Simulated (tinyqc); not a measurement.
Inside a calculation. Method: UHF in the sto-3g basis, for BeH2, spin multiplicity 1. One step of it, computed by the program tinyqc.

Question. Iteration 8 (converged): orbitals. Diagonalise F' = X^T F X, C = X C', fill 3 alpha and 3 beta electrons from the bottom; D(s) = C_occ C_occ^T. Each column has its largest component positive (the first on a tie).

converged F(alpha) (hartree), order 1Be 1s, 1Be 2s, 1Be 2px, 1Be 2py, 1Be 2pz, 2H 1s, 3H 1s:
```
[[-4.515275, -1.287973, 0.000000, 0.000000, 0.000862, -0.381304, -0.381304],
 [-1.287973, -0.638563, -0.000003, 0.000000, -0.009605, -0.429850, -0.429850],
 [0.000000, -0.000003, 0.211243, 0.000000, 0.000000, -0.000002, -0.000002],
 [0.000000, 0.000000, 0.000000, -0.249842, 0.000000, -0.338225, 0.338225],
 [0.000862, -0.009605, 0.000000, 0.000000, 0.210751, -0.010705, -0.010705],
 [-0.381304, -0.429850, -0.000002, -0.338225, -0.010705, -0.327423, -0.056729],
 [-0.381304, -0.429850, -0.000002, 0.338225, -0.010705, -0.056729, -0.327423]]
```

converged F(beta) (hartree), order 1Be 1s, 1Be 2s, 1Be 2px, 1Be 2py, 1Be 2pz, 2H 1s, 3H 1s:
```
[[-4.515275, -1.287973, 0.000000, 0.000000, 0.000862, -0.381304, -0.381304],
 [-1.287973, -0.638563, 0.000003, 0.000000, -0.009605, -0.429850, -0.429850],
 [0.000000, 0.000003, 0.211243, 0.000000, 0.000000, 0.000002, 0.000002],
 [0.000000, 0.000000, 0.000000, -0.249842, 0.000000, -0.338225, 0.338225],
 [0.000862, -0.009605, 0.000000, 0.000000, 0.210751, -0.010705, -0.010705],
 [-0.381304, -0.429850, 0.000002, -0.338225, -0.010705, -0.327423, -0.056729],
 [-0.381304, -0.429850, 0.000002, 0.338225, -0.010705, -0.056729, -0.327423]]
```

X, order 1Be 1s, 1Be 2s, 1Be 2px, 1Be 2py, 1Be 2pz, 2H 1s, 3H 1s:
```
[[0.000000, -0.309684, 0.952779, 0.000000, -0.145075, 0.000000, 0.237809],
 [0.000000, 1.269491, -0.099924, 0.000000, -0.023822, 0.000000, 0.508591],
 [0.000000, 0.000000, 0.000000, 1.000000, 0.000000, 0.000000, 0.000000],
 [1.474953, 0.000000, 0.000000, 0.000000, 0.000000, 0.543690, 0.000000],
 [0.000000, 0.050698, 0.158137, 0.000000, 0.986687, 0.000000, 0.018921],
 [-1.070916, -0.814462, -0.254092, 0.000000, 0.039725, 0.374407, 0.351745],
 [1.070916, -0.814462, -0.254092, 0.000000, 0.039725, -0.374407, 0.351745]]
```

Give: F' = X^T F X; orbital energies; coefficients C; F' = X^T F X; orbital energies; coefficients C; D(alpha) after iteration 8; D(beta) after iteration 8.

Answer.

F' = X^T F X (alpha) (hartree):
```
[[0.973, 0.000, 0.000, 0.000, 0.000, 0.037, 0.000],
 [0.000, 0.435, 0.399, 0.000, -0.056, 0.000, 0.157],
 [0.000, 0.399, -3.577, 0.000, 0.622, 0.000, -1.585],
 [0.000, 0.000, 0.000, 0.211, 0.000, 0.000, 0.000],
 [0.000, -0.056, 0.622, 0.000, 0.109, 0.000, 0.269],
 [0.037, 0.000, 0.000, 0.000, 0.000, -0.425, 0.000],
 [0.000, 0.157, -1.585, 0.000, 0.269, 0.000, -1.263]]
```

orbital energies (alpha) (hartree): [-4.519, -0.462, -0.426, 0.211, 0.211, 0.474, 0.974]

coefficients C (alpha), order 1Be 1s, 1Be 2s, 1Be 2px, 1Be 2py, 1Be 2pz, 2H 1s, 3H 1s:
```
[[0.992, -0.226, 0.000, 0.017, 0.000, -0.215, 0.000],
 [0.032, 0.551, 0.000, -0.076, 0.000, 1.253, 0.000],
 [0.000, 0.000, 0.000, 0.000, 1.000, 0.000, 0.000],
 [0.000, 0.000, 0.504, 0.000, 0.000, 0.000, 1.489],
 [0.000, 0.009, 0.000, 0.997, 0.000, 0.084, 0.000],
 [-0.003, 0.395, 0.403, 0.031, 0.000, -0.834, -1.061],
 [-0.003, 0.395, -0.403, 0.031, 0.000, -0.834, 1.061]]
```

F' = X^T F X (beta) (hartree):
```
[[0.973, 0.000, 0.000, 0.000, 0.000, 0.037, 0.000],
 [0.000, 0.435, 0.399, 0.000, -0.056, 0.000, 0.157],
 [0.000, 0.399, -3.577, 0.000, 0.622, 0.000, -1.585],
 [0.000, 0.000, 0.000, 0.211, 0.000, 0.000, 0.000],
 [0.000, -0.056, 0.622, 0.000, 0.109, 0.000, 0.269],
 [0.037, 0.000, 0.000, 0.000, 0.000, -0.425, 0.000],
 [0.000, 0.157, -1.585, 0.000, 0.269, 0.000, -1.263]]
```

orbital energies (beta) (hartree): [-4.519, -0.462, -0.426, 0.211, 0.211, 0.474, 0.974]

coefficients C (beta), order 1Be 1s, 1Be 2s, 1Be 2px, 1Be 2py, 1Be 2pz, 2H 1s, 3H 1s:
```
[[0.992, -0.226, 0.000, 0.017, 0.000, -0.215, 0.000],
 [0.032, 0.551, 0.000, -0.076, 0.000, 1.253, 0.000],
 [0.000, 0.000, 0.000, 0.000, 1.000, 0.000, 0.000],
 [0.000, 0.000, 0.504, 0.000, 0.000, 0.000, 1.489],
 [0.000, 0.009, 0.000, 0.997, 0.000, 0.084, 0.000],
 [-0.003, 0.395, 0.403, 0.031, 0.000, -0.834, -1.061],
 [-0.003, 0.395, -0.403, 0.031, 0.000, -0.834, 1.061]]
```

D(alpha) after iteration 8, order 1Be 1s, 1Be 2s, 1Be 2px, 1Be 2py, 1Be 2pz, 2H 1s, 3H 1s:
```
[[1.035, -0.093, 0.000, 0.000, -0.002, -0.092, -0.092],
 [-0.093, 0.305, 0.000, 0.000, 0.005, 0.217, 0.217],
 [0.000, 0.000, 0.000, 0.000, 0.000, 0.000, 0.000],
 [0.000, 0.000, 0.000, 0.254, 0.000, 0.203, -0.203],
 [-0.002, 0.005, 0.000, 0.000, 0.000, 0.004, 0.004],
 [-0.092, 0.217, 0.000, 0.203, 0.004, 0.318, -0.006],
 [-0.092, 0.217, 0.000, -0.203, 0.004, -0.006, 0.318]]
```

D(beta) after iteration 8, order 1Be 1s, 1Be 2s, 1Be 2px, 1Be 2py, 1Be 2pz, 2H 1s, 3H 1s:
```
[[1.035, -0.093, 0.000, 0.000, -0.002, -0.092, -0.092],
 [-0.093, 0.305, 0.000, 0.000, 0.005, 0.217, 0.217],
 [0.000, 0.000, 0.000, 0.000, 0.000, 0.000, 0.000],
 [0.000, 0.000, 0.000, 0.254, 0.000, 0.203, -0.203],
 [-0.002, 0.005, 0.000, 0.000, 0.000, 0.004, 0.004],
 [-0.092, 0.217, 0.000, 0.203, 0.004, 0.318, -0.006],
 [-0.092, 0.217, 0.000, -0.203, 0.004, -0.006, 0.318]]
```
